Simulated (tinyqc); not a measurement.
Inside a calculation. Model: ballistic transport through the one-dimensional subbands of a rectangular nanowire or nanosheet channel. Computed by tinyqc, a small Python program that keeps every step. Command: `OMP_NUM_THREADS=1 python tinyqc.py 3030631 3030632 out.jsonl wire walk`. One thread of a shared host (Intel(R) Xeon(R) Processor @ 2.30GHz), about 0.04 s of CPU time with the checks. Intermediate numbers are printed to about 6 digits and carried at full precision; extremes and crossings named in words are read from the listed rows.

Hard walls, parabolic subbands, transport along x. Energies are counted from the bulk conduction band edge at the top of the barrier, which the gate pulls down by U; the source Fermi level lies at the bulk edge when U = 0.

Inputs (values chosen for the exercise, modelled on silicon):
```
quantity,value,unit
light mass m_t,0.19,m_0
heavy mass m_l,0.924,m_0
height a,3.8,nm
width b,4.4,nm
equivalent oxide thickness t,1.5,nm
gate voltage above flat band V_G,0.32,V
drain voltage V_D,0.05,V
temperature T,300,K
mean free path for back-scattering lambda,44,nm
channel length L,10,nm
```

Valleys: silicon [100] wire.

Constants: hbar^2/(2 m_0) = 3.80998212 eV angstrom^2; k_B = 8.617333262e-05 eV/K; m_0 = 9.1093837015e-31 kg; k_B = 1.380649e-23 J/K; hbar = 1.054571817e-34 J s; eps_0 = 8.8541878128e-12 F/m; e = 1.602176634e-19 C; h = 6.62607015e-34 J s.

## Subbands

E_pq = (hbar^2 pi^2/2)(p^2/(m_y b^2) + q^2/(m_z a^2)); valley pairs: (m_x, m_y, m_z) = (m_t, m_t, m_l), (m_t, m_l, m_t), (m_l, m_t, m_t), each with degeneracy g = 2; the 10 lowest subbands are kept.

Subbands:
```
valley axis,p,q,E (meV),m_x (m_0)
z,1,1,130.409,0.190
y,1,1,158.078,0.190
z,1,2,214.958,0.190
y,2,1,221.140,0.190
x,1,1,239.284,0.924
y,3,1,326.243,0.190
z,1,3,355.871,0.190
z,2,1,437.089,0.190
y,4,1,473.387,0.190
z,2,2,521.637,0.190
```

The second subband lies 27.7 meV, or 1.07 k_B T, above the first; the lowest belongs to the valleys with the heavy mass across the height.

## Self-consistent barrier

F_j(eta) = (1/Gamma(j + 1)) int_0^infinity x^j/(1 + exp(x - eta)) dx, F_0 = ln(1 + exp(eta)). Integrals over x = E/(k_B T) use 160 Gauss-Legendre points in u = sqrt(x) from 0 to sqrt(max(eta, 0) + 32). With degeneracy g = 2, eta_i = (U - E_i)/(k_B T) and u = e V_D/(k_B T): line density n = sum_i g sqrt(2 m_x k_B T/pi)/(2 hbar) [F_-1/2(eta_i) + F_-1/2(eta_i - u)]; gate: e n = C_ox (V_G - U/e), C_ox = 3.9 eps_0 2 (a + b)/t (flat-plate estimate); I = (2 e k_B T/h) sum_i g [F_0(eta_i) - F_0(eta_i - u)].

C_ox = 377.543 aF/micrometre

U = 149.582 meV

Occupation:
```
subband,eta_i,n_i (1/nm),I_i (microampere)
1,0.7416,2.35736e-01,3.46989e+00
2,-0.3286,1.18276e-01,1.77576e+00
3,-2.5289,1.76165e-02,2.61466e-01
4,-2.7680,1.40091e-02,2.07757e-01
5,-3.4698,1.56084e-02,1.04795e-01
6,-6.8336,2.49549e-04,3.68866e-03
7,-7.9796,7.93628e-05,1.17304e-03
8,-11.1213,3.43013e-06,5.06987e-05
9,-12.5253,8.42431e-07,1.24514e-05
10,-14.3918,1.30307e-07,1.92598e-06
```

line density n = 0.401580 1/nm

ballistic current I = 5.82459 microampere

mean velocity I/(e n) = 0.905280 1e7 cm/s

1 of the subbands lie below the source Fermi level; the lowest carries 60 % of the current with 59 % of the charge. The gate spends 47 % of V_G on moving the bands.

## Conductance, capacitance and scattering

Linear conductance G = (2 e^2/h) sum_i g f(eta_i), g = 2, f = 1/(1 + exp(-eta_i)), with the barrier frozen at the eta_i above; current per perimeter I/(2(a + b)); with scattering, transmission lambda/(lambda + L) and low-bias resistance (1 + L/lambda)/G.

open modes sum g f = 2.52096

ballistic conductance = 195.326 microsiemens

current per perimeter = 355.158 microampere/micrometre

transmission = 0.814815

low-bias resistance with scattering = 6.28319 kiloohm

Even without scattering the wire has h/(2 e^2 M) = 5.12 kiloohm, which sits in the contacts.

## Gate sweep

Open modes are sum_i g/(1 + exp(-eta_i)). The last column is e dn/dV_G over C_ox, taken up to the next row.

Against the gate voltage:
```
V_G (V),U (meV),n (1/nm),I (microampere),open modes,C_g/C_ox
-0.17,-170.001,3.00727e-06,4.38986e-05,2.56194e-05,5.96426e-04
-0.07,-70.061,1.43551e-04,2.09553e-03,1.22279e-03,4.20655e-02
0.05,44.891,1.20385e-02,1.75975e-01,1.01477e-01,4.55985e-01
0.18,115.613,1.51723e-01,2.23587e+00,1.13813e+00,7.39908e-01
0.28,141.622,3.26078e-01,4.76805e+00,2.15141e+00,8.22394e-01
0.41,164.711,5.78007e-01,8.16482e+00,3.27235e+00,8.65782e-01
0.55,183.502,8.63630e-01,1.15590e+01,4.28129e+00,8.91869e-01
0.71,200.803,1.19989e+00,1.50494e+01,5.30290e+00,9.09266e-01
0.88,216.227,1.56414e+00,1.84328e+01,6.28811e+00,9.21791e-01
1.10,233.433,2.04201e+00,2.24835e+01,7.39632e+00,-
```

Between the first two rows the current rises one decade per 60 mV, against the limit ln(10) k_B T/e = 60 mV. Above threshold C_g/C_ox lies between 0.74 and 0.92: the quantum capacitance in series costs a visible part.

Checks made by the program: density of the lowest subband against a direct sum over k (relative difference 1e-09).
